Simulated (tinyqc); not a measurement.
Inside a calculation. Model: n-type polysilicon, carrier trapping at grain boundaries.

Computed by the program tinyqc: `OMP_NUM_THREADS=1 python tinyqc.py 2830102 2830103 out.jsonl`, one thread of a shared Intel Xeon 2.30GHz, about 0.01 s for the whole run. Printed values are rounded.

One-dimensional grains of size Lg, uniform ionised doping N, monovalent traps Qt at each boundary at a depth Et below (for electrons) or above (for holes) the band edge there, abrupt depletion of width W on each side of a boundary, Boltzmann statistics. xi is the distance from the band edge at the grain centre to the Fermi level. Trapped charge Qt/(1 + exp((xi + VB - Et)/Vt)) = 2 N W, barrier VB = q N W^2/(2 eps0 eps_r).

Values chosen for this exercise; values of the order met in polycrystalline silicon:
- T = 300 K (temperature)
- eps_r = 11.7 (relative permittivity)
- NB = 2.8e19 cm^-3 (conduction-band density of states at T)
- Lg = 32 nm (grain size)
- Qt = 1.1e12 cm^-2 (trap density of a grain boundary)
- Et = 0.47 eV (depth of the trap level from the majority band edge at the boundary)
- ms = 0.43 m0 (mass for thermionic emission)
- fe = 0.12 (correction factor of the emission rate)
- mug = 40 cm^2/(V s) (mobility inside the grains)
- N = 2.4e18 cm^-3 (doping)

Constants: q = 1.602176634e-19 C, kB = 1.380649e-23 J/K, m0 = 9.1093837015e-31 kg, Vt = kB T/q, eps0 = 8.8541878128e-14 F/cm where lengths are in cm. Results are converted to the units shown.

Range of the model: VB is below Vt, where abrupt depletion and thermionic emission are rough.

## Starting value

W = 1.4 nm.

W at the start = 1.4 nm

## Iteration 1: new W

Partly depleted grain, xi = Vt ln(NB/N): f = 1/(1 + exp((xi + VB - Et)/Vt)), g = Qt f - 2 N W, g' = -2 Qt f (1 - f) VB/(W Vt) - 2 N, W(new) = W - g/g'.

VB = 0.003637585 V
f = 0.9999998
g = 4.279998e11 cm^-2
g' = -4.800000e11 cm^-2/nm
W after iteration 1 = 2.291666 nm

## Iteration 2: new W

As before.

VB = 0.009746749 V
f = 0.9999998
g = -16405.39 cm^-2
g' = -4.800001e11 cm^-2/nm
W after iteration 2 = 2.291666 nm

## Course of the iteration

Stop when the step is below 1e-10 nm, or after 40 iterations.

Course of the iteration:
```
iteration,W before the step (nm),step (nm)
1,1.4,0.892
2,2.291666,-3.42e-8
3,2.291666,0
```

Converged in 3 iterations.

## Depletion width, Fermi level and barrier

If the trap equation with xi = Vt ln(NB/N) has a root W < Lg/2, the grain is partly depleted; otherwise W = Lg/2 and the trap equation gives xi = Et - VB + Vt ln(Qt/(N Lg) - 1). N* = Qt/Lg.

N* = 3.437500e17 cm^-3
W = 2.291666 nm
xi = 0.06351153 V
VB = 0.009746748 V
share of traps filled = 0.9999998

N is 6.98 N*, and the grain is partly depleted; VB = 0.377 Vt.

## Resistivity and effective mobility

n0 = NB exp(-xi/Vt); mean density n0 (1 - 2 W/Lg) by charge balance in a partly depleted grain, and n0 (sqrt(pi)/2) erf(u)/u with u = sqrt(VB/Vt) in a fully depleted one; v = sqrt(kB T/(2 pi ms m0)); barrier resistivity Vt exp(VB/Vt)/(q fe n0 v Lg); grain resistivity (1 - 2 W/Lg)/(q n0 mug); effective mobility 1/(q mean density total resistivity).

n0 = 2.4e18 cm^-3
mean density = 2.056250e18 cm^-3
v = 4.102358e6 cm/s
barrier resistivity = 0.06222227 ohm cm
grain resistivity = 0.05570357 ohm cm
resistivity = 0.1179258 ohm cm
effective mobility = 25.73977 cm^2/(V s)

The resistivity is 1.81 times that of a single crystal with the same N and mobility mug, and the mean density is 85.7 % of N.
